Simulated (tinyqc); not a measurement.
# Nucleation and growth of vacancy voids in a cooling silicon-like crystal, step by step

A worked calculation. Computed by tinyqc, a small Python program that keeps every step. Command: `OMP_NUM_THREADS=1 python tinyqc.py 3030616 3030617 out.jsonl voids walk`. One thread of a shared host (Intel(R) Xeon(R) Processor @ 2.30GHz), about 0.8 s of CPU time with the checks. Intermediate numbers are printed to about 6 digits and carried at full precision; extremes and crossings named in words are read from the listed rows.

Spherical voids; vacancies are lost only to voids.

Inputs (values chosen for the exercise, close to those used for silicon):
```
quantity                                    value    unit
vacancy density at the melting point C_m  5.7e+14  1/cm^3
formation energy E_f                         4.03      eV
melting point T_m                            1685       K
diffusion prefactor D0                    0.00032  cm^2/s
migration energy E_m                         0.48      eV
site density rho                            5e+22  1/cm^3
void surface energy gamma                   0.921   J/m^2
cooling rate q                               0.83   K/min
vacancy excess C0                         2.9e+13  1/cm^3
temperature of the worked step T             1350       K
temperature step                            0.125       K
```

Vacancy supply: given.

Constants: k_B = 8.617333262e-05 eV/K; k_B = 1.380649e-23 J/K; e = 1.602176634e-19 C.

## Vacancy excess

C = C0 as given.

initial excess C = 2.90e+13 1/cm^3

## Nucleation rate at T with the initial excess

C_e = C_m exp[-(E_f/k_B)(1/T - 1/T_m)]; D = D0 exp(-E_m/(k_B T)); f = k_B T ln(C/C_e); r* = 2 gamma/(rho f); W* = 16 pi gamma^3/(3 rho^2 f^2); Z = f/sqrt(12 pi W* k_B T); I = rho Z (4 pi r* D C) exp(-W*/(k_B T)).

C_e = 5.81832e+11 1/cm^3

D = 5.16689e-06 cm^2/s

driving force f = 0.454734 eV

critical radius r* = 0.505652 nm

W*/(k_B T) = 52.9217

rate I = 4.32620 1/(cm^3 s)

Cooling by 10 K multiplies I by 210: nucleation switches on within a narrow range of temperature.

## Cooling through the nucleation range

March down from 1500 K in steps dT, dt = dT/q, with values at the upper end of each step: a class of I dt voids is born with r*; then all classes grow by r^2 += 2 D (C - C_e) dt/rho; C falls by the vacancies added to voids. Stop at 1150 K. T_n is the T of the largest I, N the final count (classes under 1e-6 /cm^3 are dropped), and the mean radius the number average.

Rows around the peak of I:
```
T (K)      C (1/cm^3)  C_e (1/cm^3)  I (1/(cm^3 s))  voids (1/cm^3)  mean radius (nm)
1361.125  2.90000e+13   7.72260e+11     3.46526e-03     3.30075e-01            7.1191
1351.125  2.90000e+13   5.98859e+11     2.23756e+00     2.55771e+02            7.6202
1341.125  2.89861e+13   4.62635e+11     5.11214e+02     6.97120e+04            8.1286
1336.125  2.88222e+13   4.06038e+11     4.97445e+03     7.86208e+05            8.5036
1333.125  2.82992e+13   3.75283e+11     1.29695e+04     2.64226e+06            9.0591
1331.125  2.74465e+13   3.56015e+11     1.62082e+04     4.80810e+06            9.8421
1329.125  2.59945e+13   3.37683e+11     1.20737e+04     6.95559e+06           11.1575
1327.125  2.39898e+13   3.20243e+11     5.06833e+03     8.20934e+06           12.9648
1325.125  2.16637e+13   3.03656e+11     1.27088e+03     8.63908e+06           14.9264
1322.125  1.80656e+13   2.80287e+11     7.21116e+01     8.74135e+06           17.4588
1319.125  1.47228e+13   2.58623e+11     1.78234e+00     8.74603e+06           19.3164
```

temperature of peak nucleation T_n = 1331.125 K

void density N = 8.74613e+06 1/cm^3

mean radius = 24.8652 nm

vacancies left at 1150 K = 3.51105e+09 1/cm^3

I rises as supersaturation builds and collapses once the first voids have drawn C down by 5 % at the peak. Nearly all the excess then goes into these voids: [3 C/(4 pi rho N)]^(1/3) = 25.1 nm.

## Cooling rate

The formulas are those given above.

At fixed C:
```
q (K/min)   T_n (K)   N (1/cm^3)  mean radius (nm)
0.083      1343.000  2.88679e+05           77.6708
0.210      1338.500  1.14206e+06           49.0739
0.410      1335.000  3.07710e+06           35.2462
0.830      1331.125  8.74613e+06           24.8652
1.700      1327.000  2.52834e+07           17.4416
3.300      1323.000  6.74587e+07           12.5655
8.300      1316.875  2.63444e+08            7.9699
```

Over the rows N goes as q^1.48 and the radius as q^-0.49, near the 3/2 and -1/2 of the scaling argument (depletion time 1/(4 pi N r D) equal to the time in the nucleation range, at fixed N r^3). T_n drops only 26 K for a factor 100 in q. Fast cooling gives many small voids, which an anneal can dissolve.

## Vacancy excess varied

The formulas are those given above.

At fixed q:
```
C (1/cm^3)   T_n (K)   N (1/cm^3)  mean radius (nm)
1.20e+13    1287.375  1.72770e+07           14.7468
1.70e+13    1304.375  1.32058e+07           18.1248
2.90e+13    1331.125  8.74613e+06           24.8652
4.60e+13    1355.000  6.12801e+06           32.6707
7.20e+13    1378.750  4.33913e+06           42.5837
```

More vacancies nucleate earlier (T_n rises by 91 K) and give fewer, larger voids: N goes as C^-0.77 and the radius as C^0.59, steeper than the -1/2 and +1/2 of the scaling argument at fixed D, because D rises with T_n.

Checks made by the program: Z against the curvature of W(n) (relative difference below 1e-10); N against a run with half the step (relative difference 1e-03).
